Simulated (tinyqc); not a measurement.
What each form factor does: empirical-pseudopotential levels.

Empirical pseudopotential on the fcc lattice, atoms at +/- tau, tau = a (1,1,1)/8, no spin-orbit coupling. H(G,G') = c (2 pi/a)^2 |k + G|^2 delta + VS(q) cos(q.tau) + i VA(q) sin(q.tau), q = G - G', c = hbar^2/2m0; k and G in units of 2 pi/a; VS at |q|^2 = 3, 8, 11 and VA at 3, 4, 11, in rydberg, zero elsewhere. The basis is fixed: all 59 G with |G|^2 up to Gcut. Energies are counted from the fourth level at Gamma.

Constants: hbar^2/2m0 = 3.80998211 eV angstrom^2; Ry = 13.60569312 eV.

Parameters, chosen for this exercise (near those of Si; shifted at random, so the results belong to these values and not to a real crystal): a = 5.416 angstrom (lattice constant); VS3 = -0.21 Ry; VS8 = 0.039 Ry; VS11 = 0.08 Ry; VA3 = 0 Ry; VA4 = 0 Ry; VA11 = 0 Ry; Gcut = 12 (2 pi/a)^2 (largest |G|^2 of the fixed basis).

Lowest empty singlet and triplet at Gamma and the valence width there (fixed basis); lowest empty level at X = (1,0,0) and L = (1/2,1/2,1/2) from the valence top, these levels and that top with all |k + G|^2 up to 21. Singlet and triplet count orbital degeneracy. VS3 is VS at |q|^2 = 3, and so on. The row for a keeps the form factors fixed, so it is no model of a real expansion, which changes them too.

One parameter was then changed.

Results before and after:
```
case     singlet (eV)  triplet (eV)  X (eV)  L (eV)  width (eV)
base            3.884         3.398   0.888   1.833      12.818
changed         3.943         3.254   0.642   1.739      12.876
```

Which of these changes was made? (a) VA4 = 0.03 Ry; (b) a = 5.47 angstrom; (c) VS3 = -0.2 Ry; (d) VS11 = 0.09 Ry; (e) VA11 = 0.03 Ry; (f) VS8 = 0.049 Ry; (g) VA3 = 0.03 Ry.

Answer: (c) VS3 = -0.2 Ry. Of the candidates, run in turn, only this one gives the changed row.

All candidates:
```
case               singlet (eV)  triplet (eV)  X (eV)  L (eV)  width (eV)
base                      3.884         3.398   0.888   1.833      12.818
a = 5.47 angstrom         3.899         3.423   1.019   1.905      12.511
VS3 = -0.2 Ry             3.943         3.254   0.642   1.739      12.876
VS8 = 0.049 Ry            4.369         3.342   0.970   2.061      12.751
VS11 = 0.09 Ry            4.386         3.635   1.149   2.153      12.651
VA3 = 0.03 Ry             3.919         3.419   0.626   1.827      12.821
VA4 = 0.03 Ry             3.743         3.482   0.436   1.876      12.808
VA11 = 0.03 Ry            3.737         3.352   0.606   1.774      12.838
```

In a diamond crystal a small VA enters the levels at Gamma and L only in second order, by symmetry, but splits the degenerate pair at X in first order.

Program tinyqc; command `OMP_NUM_THREADS=1 python tinyqc.py 1080447 1080448 out.jsonl`; about 0.3 s on one thread of a shared Intel(R) Xeon(R) Processor @ 2.30GHz.
